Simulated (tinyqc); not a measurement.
Changing the interaction slope b: liquidus of a compound AB in a simple-solution melt, liquid-phase epitaxy and vapour pressures. Computed by tinyqc, a small Python program. Command: `OMP_NUM_THREADS=1 python tinyqc.py 3000156 3000157 out.jsonl liq35 sweep`. One thread of a shared host (Intel(R) Xeon(R) Processor @ 2.30GHz), about 0.02 s of CPU time with the checks.

x is the atom fraction of B in the melt. The melt is a simple solution: R T ln gamma_B = W (1 - x)^2, R T ln gamma_A = W x^2, W = a + b T. The solid AB is stoichiometric.

Inputs (values chosen for the exercise, for a model compound): melting point T_F = 960.1 K; entropy of fusion S_F = 69.9 J/(mol K); interaction a = 20.2 kJ/mol; saturation temperature T = 770 K; heat of evaporation of A = 247 kJ/mol; entropy of evaporation of A = 110 J/(mol K); heat of evaporation of B as (1/2) B2 = 104 kJ/mol; entropy of evaporation of B as (1/2) B2 = 68.3 J/(mol K).

Constants: R = 8.314462618 J/(mol K).

Method:
- Liquidus (Vieland): f(x) = R T ln[4 x (1 - x)] + 2 W (1/2 - x)^2 + S_F (T_F - T) = 0.
- Newton steps with f' = (1 - 2x)[R T/(x (1 - x)) - 2 W], from the dilute estimate x = (1/4) exp[-(S_F (T_F - T) + W/2)/(R T)]; stop below 1e-13; f under 1e-6 shown as 0.
- Over the A-rich liquidus: p_A = gamma_A (1 - x) exp(S_A/R - H_A/(R T)), p_B2 = [gamma_B x exp(S_B/R - H_B/(R T))]^2, in bar. Free evaporation is congruent while the A flux over this liquidus is at least the B flux; with A and B2 taken as equal in mass for the estimate, T_c solves p_A = 2 p_B2.

One run for each value:
```
interaction slope b (J/(mol K))  solubility x  W (kJ/mol)  congruent temperature T_c (K)  log10 p_B2
-31.7                                0.043140      -4.209                         638.48     -10.228
-28.3                                0.036223      -1.591                         620.74     -10.057
-24.9                                0.030135       1.027                         603.86      -9.886
-21.5                                0.024880       3.645                         587.83      -9.713
-18.1                                0.020421       6.263                         572.61      -9.539
-14.7                                0.016688       8.881                         558.14      -9.365
```

Over the rows, solubility x falls from 0.0431 to 0.0167; W (kJ/mol) rises from -4.21 to 8.88; congruent temperature T_c (K) falls from 638 to 558.  Left out: -11.3, -7.92 (T too near T_F, or W above 1.5 R T).

Extremes, crossings and ranges named in words are read from the listed rows.
